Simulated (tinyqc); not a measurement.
## Fully depleted semiconductor-on-insulator film with two gates, non-linear Poisson equation by Newton steps: charge against front-gate voltage

One dimension across the film, front interface at x = 0, back interface at x = ts. psi is counted from the intrinsic level, n = ni exp(psi/Vt) (source grounded), holes neglected, acceptors ionised. Gates act through Cox = eps0 eox/tox and Cbox = 3.9 eps0/tb with potentials G1 = Vg - (phiM - chi - Vt ln(Nc/ni)) and G2 = Vb - (phiB - chi - Vt ln(Nc/ni)). Classical Boltzmann densities, no interface charge, no depletion in the back plane.

ni = sqrt(Nc Nv) exp(-Eg/(2 Vt)), Eg in volts. The Poisson equation eps0 eps_r d2psi/dx2 = q (n + Na), with -eps0 eps_r dpsi/dx = Cox (G1 - psi) at x = 0 and eps0 eps_r dpsi/dx = Cbox (G2 - psi) at x = ts, is solved on 300 equal intervals with half boxes at both ends; N_inv is the trapezoid sum of n. Swing = ln 10/(d ln N_inv/dVg); the last column is (dN_inv/dVb)/(dN_inv/dVg).

Inputs (values chosen for the exercise); band and dielectric values close to those of silicon:
```
symbol,value,unit,meaning
T,300,K,temperature
Eg,1.12,eV,band gap
eps_r,11.6,,relative permittivity
Nc,2.82e19,cm^-3,conduction-band density of states at T
Nv,2.68e19,cm^-3,valence-band density of states at T
chi,4.07,eV,electron affinity
eox,3.9,,relative permittivity of the gate insulator (close to silicon dioxide)
tox,4.5,nm,insulator thickness
ts,18,nm,film thickness
tb,13,nm,buried-oxide thickness (eps_r 3.9)
Na,1e15,cm^-3,acceptor density of the film
phiM,4.54,eV,work function of the front gate
phiB,4.12,eV,work function of the back plane
Vb,-1.1,V,back-gate voltage
```

Constants: q = 1.602176634e-19 C, kB = 1.380649e-23 J/K, Vt = kB T/q, eps0 = 8.8541878128e-14 F/cm where lengths are in cm. Results are converted to the units shown.

Result of one run:
```
Vg (V),psi front (V),psi back (V),N_inv (cm^-2),centroid/ts,swing (mV/decade),q dN_inv/dVg over Cox,back/front leverage
1,0.546,0.170,1.35e12,0.0585,739,0.878,0.259
```

What becomes of these results when the front-gate voltage Vg is changed from 1 to 0.4 V, all else the same?

Result of the changed run:
```
Vg (V),psi front (V),psi back (V),N_inv (cm^-2),centroid/ts,swing (mV/decade),q dN_inv/dVg over Cox,back/front leverage
0.4,0.284,0.00643,1.06e8,0.0930,75.9,6.74e-4,0.274
```

The whole series:
```
Vg (V),psi front (V),psi back (V),N_inv (cm^-2),centroid/ts,swing (mV/decade),q dN_inv/dVg over Cox,back/front leverage
0.25,0.163,-0.0764,1.13e6,0.108,76.2,7.14e-6,0.280
0.4,0.284,0.00643,1.06e8,0.0930,75.9,6.74e-4,0.274
0.55,0.404,0.0880,9.59e9,0.0817,80.3,0.0574,0.269
0.7,0.490,0.144,2.25e11,0.0723,187,0.578,0.265
0.85,0.525,0.162,7.41e11,0.0646,441,0.807,0.262
1,0.546,0.170,1.35e12,0.0585,739,0.878,0.259
1.15,0.560,0.174,1.99e12,0.0535,1.05e3,0.911,0.258
1.3,0.571,0.177,2.66e12,0.0495,1.37e3,0.929,0.256
1.45,0.580,0.179,3.33e12,0.0461,1.70e3,0.941,0.255
```

N_inv passes 1e11 cm^-2 at Vg = 0.646 V. The swing starts at 76.2 mV a decade, against (1 + k) Vt ln 10 = 73.6 for a front channel with k = Cs Cbox/(Cox (Cs + Cbox)) = 0.236, Cs = eps0 eps_r/ts; above threshold this column is no longer a subthreshold swing. The centroid falls from 0.108 to 0.0461 of ts and the leverage of the back gate falls from 0.280 to 0.255. For Vg = 1, 1.15, 1.3, 1.45 the density at an interface exceeds 0.3 Nc, where Boltzmann statistics fail. In every row the classical centroid lies within 3 nm of an interface, where confinement, left out, would push it away.

Computed by the program tinyqc: `OMP_NUM_THREADS=1 python tinyqc.py 2190046 2190047 out.jsonl`, one thread of a shared Intel Xeon 2.30GHz, about 0.4 s for the whole run.
